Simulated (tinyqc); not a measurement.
Minority-electron transport through the base of a bipolar transistor (Moll-Ross and Kroemer integrals): one step, computed by the program tinyqc. Command: `OMP_NUM_THREADS=1 python tinyqc.py 3003803 3003804 out.jsonl base walk`. One thread of a shared host (Intel(R) Xeon(R) Processor @ 2.30GHz), about 0.01 s of CPU time with the checks.

Low injection, one dimension, x from the emitter edge (0) to the collector edge (W), s = x/W. Recombination is treated as a small correction (valid for tau_B well below tau_n), computed from the stored charge.

Problem. Profile and built-in field. N(x) = N_0; n_i(x)^2 = n_i^2 exp(s dE_g/k_B T); D(x) = (k_B T/e) mu, mu = mu_min + (mu_max - mu_min)/(1 + (N/N_ref)^0.7). Field that drives electrons towards the collector, averaged over the base: (k_B T/e) ln[N_0 n_i(W)^2/(N(W) n_i^2)]/W.

Inputs (values chosen for the exercise, modelled on InP): base doping at the emitter edge N_0 = 3.9e+18 1/cm^3; base width W = 220 nm; mu_min = 640 cm^2/(V s); mu_max = 4340 cm^2/(V s); N_ref = 3e+17 1/cm^3; temperature T = 300 K; gap narrowing across the base dE_g = 27 meV.

Base doping profile: uniform. Gap grading: linear. Exit of the base: infinite sink.

Constants: k_B = 8.617333262e-05 eV/K.

Give: Across the base; drift factor eta (potential drop in k_B T/e); mean built-in field.

Solution.

Across the base:
```
s    N (1/cm^3)  n_i(x)^2/n_i^2  D (cm^2/s)  y (s/cm^5)
0.0    3.90e+18           1.000       30.17   1.293e+17
0.2    3.90e+18           1.232       30.17   1.049e+17
0.4    3.90e+18           1.519       30.17   8.513e+16
0.6    3.90e+18           1.871       30.17   6.909e+16
0.8    3.90e+18           2.306       30.17   5.606e+16
1.0    3.90e+18           2.842       30.17   4.549e+16
```

drift factor eta (potential drop in k_B T/e) = 1.044

mean built-in field = 1.227 kV/cm
